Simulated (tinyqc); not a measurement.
## Reverse leakage of an n+-p junction: diffusion, generation, trap-assisted and band-to-band tunnelling: leakage components against the acceptor density of the lighter side

One-sided abrupt junction in the depletion approximation, x from the junction (0) to W on the p side, field F = F0 (1 - x/W). Flat quasi-Fermi levels, long p side. Traps generate through SRH with both lifetimes shortened by 1 + Gamma (Hurkx enhancement, form for moderate fields); band-to-band generation is local and needs a total bending above Eg.

ni = sqrt(Nc Nv) exp(-Eg/(2 Vt)), Eg in volts; Vbi = Vt ln(Na Nd/ni^2); W = sqrt(2 eps0 eps_r (Vbi + VR)/(q Na)); F0 = 2 (Vbi + VR)/W; FG = sqrt(24 mt m0 (kB T)^3)/(q hbar); J_diff = q ni^2 sqrt(Dn/tau)(1 - exp(-VR/Vt))/Na. u = (Vbi + VR)(1 - x/W)^2, p = Na exp(-u/Vt), n = Nd exp((u - Vbi - VR)/Vt); G0 = ni^2 (1 - exp(-VR/Vt))/(tau (n + p + 2 ni cosh(Et/Vt))); Gamma = 2 sqrt(3 pi)(F/FG) exp((F/FG)^2); trap-assisted part G0 Gamma; G_bb = Ab F^2.5 exp(-Bb/F) with F in V/cm, zero unless Vbi + VR > Eg, and counted as zero under 1 cm^-3 s^-1. Currents are q times the integrals over 0 to W; J_bb under 1e-8 of J is printed as 0; rows with F0/FG above 2.2, beyond the range of this Gamma, are left out.

Values chosen for this exercise; band and dielectric values those of a made-up semiconductor: temperature T = 300 K; band gap Eg = 1.26 eV; relative permittivity eps_r = 15.1; conduction-band density of states at T Nc = 2.48e19 cm^-3; valence-band density of states at T Nv = 3.08e19 cm^-3; donor density of the heavier side Nd = 5e19 cm^-3; SRH lifetime of both carriers at zero field tau = 2e-8 s; trap level above the intrinsic level Et = 0 eV; tunnelling mass mt = 0.25 m0; electron diffusion coefficient on the lighter side Dn = 3.8 cm^2/s; band-to-band prefactor Ab = 7.6e14 cm^-0.5 V^-2.5 s^-1; band-to-band field constant Bb = 2.34e7 V/cm; reverse bias VR = 1.2 V.

Constants: q = 1.602176634e-19 C, kB = 1.380649e-23 J/K, hbar = 1.054571817e-34 J s, m0 = 9.1093837015e-31 kg, Vt = kB T/q, eps0 = 8.8541878128e-14 F/cm where lengths are in cm. Results are converted to the units shown.

Results:
```
Na (cm^-3),F0 (kV/cm),F0/FG,J_diff (A/cm^2),J_SRH (A/cm^2),J_TAT (A/cm^2),J_bb (A/cm^2),J (A/cm^2),largest part
1e16,73.8,0.200,1.15e-13,7.61e-8,6.05e-8,0,1.37e-7,SRH generation
5.6e16,176,0.478,2.05e-14,3.13e-8,6.61e-8,0,9.74e-8,trap-assisted tunnelling
1.3e17,270,0.732,8.83e-15,2.03e-8,7.65e-8,0,9.68e-8,trap-assisted tunnelling
3.2e17,425,1.15,3.59e-15,1.28e-8,1.14e-7,0,1.26e-7,trap-assisted tunnelling
7.5e17,654,1.77,1.53e-15,8.24e-9,2.98e-7,2.25e-12,3.06e-7,trap-assisted tunnelling
```

Estimate the missing row, Na = 2.4e16 cm^-3.

Computed row:
```
Na (cm^-3),F0 (kV/cm),F0/FG,J_diff (A/cm^2),J_SRH (A/cm^2),J_TAT (A/cm^2),J_bb (A/cm^2),J (A/cm^2),largest part
2.4e16,115,0.311,4.78e-14,4.84e-8,6.21e-8,0,1.11e-7,trap-assisted tunnelling
```

With this row back in the table: J goes from 1.37e-7 through a minimum of 9.68e-8 (at Na = 1.3e17 among the rows listed) to 3.06e-7 A/cm^2. SRH generation leads at Na = 1e16, trap-assisted tunnelling from 2.4e16 on. The ratio J_TAT/J_SRH goes from 0.795 to 36.2 as F0/FG goes from 0.200 to 1.77.

Range of the model: The n+ side is degenerate, so Vbi from Boltzmann statistics is only a guide.

Computed by the program tinyqc: `OMP_NUM_THREADS=1 python tinyqc.py 2290157 2290158 out.jsonl`, one thread of a shared Intel Xeon 2.30GHz, about 0.01 s for the whole run.
